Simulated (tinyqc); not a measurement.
Weaire-Thorpe hybrids on a Bethe lattice: gap and dangling bond of an amorphous tetrahedral solid: sweeps and comparisons. A value that a table varies takes the place of the one given here.

Four sp3 hybrids an atom at energy 0, coupled by -V1 on the atom and by -V2 along a bond; the bonds form a tree (no rings). For any network the gap runs at least from -V2 + V1 to V2 - 3 V1, and p-like states pile up at -V2 + V1 and V2 + V1. On the tree the gap is wider: it ends at Ec = -V1 + sqrt(V2^2 + 4 V1^2 - 2 sqrt3 V1 V2), which makes it well wider than the gaps of the real glasses. A branch seen from a hybrid has the self-energy S = V2^2 g, where g is the Green function of the hybrid across the bond, whose three partners carry S themselves. With a = z - V1, b = a - S: g = 1/(a + V1 b/(b + 3 V1)), z = E + i eta. A full atom has G = (1/b)(b + 3 V1)/(b + 4 V1) per hybrid; a dangling hybrid with shift dh has G = 1/(1/g - dh).

Inputs chosen for the exercise (of the size of tabulated hybrid energies for amorphous silicon; not measured data): V1 = 1.81 eV (coupling of two hybrids on one atom); V2 = 4.3 eV (coupling of the two hybrids of a bond); eta = 0.02 eV (broadening); dh = -0.59 eV (shift of the dangling hybrid (rehybridisation)); VH = 4.27 eV (coupling to a hydrogen atom); eH = -3.89 eV (hydrogen level); E1s = -3.7 eV (first energy); dE = 0.44 eV (step).

## Bulk, dangling and hydrogenated hybrids across the gap

edges (eV): Ev -2.49000, Ec(bound) -1.13000, Ec(tree) 0.34251

Thirteen energies E1s + j dE. With hydrogen the hybrid gains the self-energy VH^2/(z - eH) and dh = 0.

Density per hybrid (1/eV):

| E (eV) | bulk | dangling | with hydrogen |
|---|---|---|---|
| -3.70 | 0.0016 | 0.0008 | 0.0003 |
| -3.26 | 0.0030 | 0.0007 | 0.0003 |
| -2.82 | 0.0148 | 0.0008 | 0.0002 |
| -2.38 | 0.1275 | 0.0010 | 0.0002 |
| -1.94 | 0.0054 | 0.0015 | 0.0003 |
| -1.50 | 0.0018 | 0.0027 | 0.0003 |
| -1.06 | 0.0010 | 0.0065 | 0.0004 |
| -0.62 | 0.0007 | 0.0365 | 0.0005 |
| -0.18 | 0.0007 | 0.2187 | 0.0007 |
| 0.26 | 0.0014 | 0.0144 | 0.0022 |
| 0.70 | 0.0225 | 0.0713 | 0.0427 |
| 1.14 | 0.0300 | 0.0737 | 0.0694 |
| 1.58 | 0.0343 | 0.0702 | 0.0926 |

What can be read from the table?

Between Ev = -2.49 and Ec = 0.34 eV the bulk density is a broadening tail (least 0.0007). The dangling hybrid reaches 0.219 at -0.18 eV among these rows; its level lies at -0.306 eV, and the peak there, of width eta, is far higher unless a row falls on it. With hydrogen the largest value on the rows inside the gap, more than 0.05 eV from an edge, is 0.0022, and 1/g = VH^2/(E - eH) has no root in the gap: the state has gone into a bonding level below and an antibonding one above.

## Level against rehybridisation

Root of 1/g(E) = dh for eta = 0 in the gap of the tree, between Ev = -V2 + V1 and Ec; a dash: none. A flatter atom makes the hybrid more p-like (dh > 0, up to V1), a more pyramidal one more s-like (dh < 0).

Level:

| dh (eV) | E (eV) | above Ev (eV) | weight |
|---|---|---|---|
| -3.0 | -1.7730 | 0.7170 | 0.594 |
| -2.5 | -1.4704 | 1.0196 | 0.615 |
| -2.0 | -1.1603 | 1.3297 | 0.624 |
| -1.5 | -0.8490 | 1.6410 | 0.619 |
| -1.0 | -0.5443 | 1.9457 | 0.597 |
| -0.5 | -0.2564 | 2.2336 | 0.550 |
| 0.0 | 0.0000 | 2.4900 | 0.468 |
| 0.5 | 0.2036 | 2.6936 | 0.336 |
| 1.0 | 0.3243 | 2.8143 | 0.135 |

What can be read from the table?

A level exists for 9 of the 9 rows, from dh = -3 (0.717 eV above Ev) to 1 (2.814 eV); the gap of the tree is 2.833 eV. Its slope dE/d(dh) is the weight, largest at dh = -2 (0.62). A level that rises as the atom flattens is why an emptied dangling bond relaxes flat and a doubly filled one pyramidal.

## Stretching the bonds

V2 is scaled as (d0/d)^2 and V1 stays. Bound 2 V2 - 4 V1; tree V2 - 2 V1 + sqrt(V2^2 + 4 V1^2 - 2 sqrt3 V1 V2); a negative bound means that a network with rings may have no gap.

Against d/d0:

| d/d0 | V2 (eV) | V2/V1 | bound (eV) | tree (eV) |
|---|---|---|---|---|
| 0.96 | 4.666 | 2.578 | 2.092 | 3.416 |
| 0.98 | 4.477 | 2.474 | 1.715 | 3.111 |
| 1.00 | 4.300 | 2.376 | 1.360 | 2.833 |
| 1.02 | 4.133 | 2.283 | 1.026 | 2.580 |
| 1.04 | 3.976 | 2.196 | 0.711 | 2.351 |
| 1.07 | 3.756 | 2.075 | 0.272 | 2.049 |
| 1.10 | 3.554 | 1.963 | -0.133 | 1.792 |
| 1.15 | 3.251 | 1.796 | -0.737 | 1.445 |

What does this show?

The bound falls by 172 meV for each per cent of stretch near d0 and vanishes at d/d0 = 1.090, inside the table. Weak, stretched bonds therefore put states closest to the edges, one origin of band tails.

## What each parameter does

Ev = -V2 + V1, conduction edge of the tree -V1 + sqrt(V2^2 + 4 V1^2 - 2 sqrt3 V1 V2), and the level that solves 1/g(E) = dh for eta = 0. Each row changes one parameter from the base and keeps the others.

Results:

| case | Ev (eV) | Ec (eV) | level (eV) | weight |
|---|---|---|---|---|
| base | -2.4900 | 0.3425 | -0.3064 | 0.561 |
| V1 = 1.73 eV | -2.5700 | 0.4361 | -0.3295 | 0.594 |
| V2 = 4.45 eV | -2.6400 | 0.4273 | -0.3234 | 0.584 |
| dh = -0.69 eV | -2.4900 | 0.3425 | -0.3630 | 0.571 |

How do the results move?

The largest shifts from the base row, up to three for each result and ties (the steps differ in size, so this ranks the rows, not the parameters). Ev (eV): V2 -0.1500, V1 -0.0800; unchanged at the printed digits by dh. Ec (eV): V1 +0.0936, V2 +0.0847; unchanged at the printed digits by dh. level (eV): dh -0.0566, V1 -0.0231, V2 -0.0170. weight: V1 +0.033, V2 +0.024, dh +0.011.

Computed by tinyqc, a small Python program: `OMP_NUM_THREADS=1 python tinyqc.py 1451022 1451023 out.jsonl` (the numbers bound the seed that draws the inputs); one thread of a shared host (Intel(R) Xeon(R) Processor @ 2.30GHz), about 0.02 s for the whole set of steps.
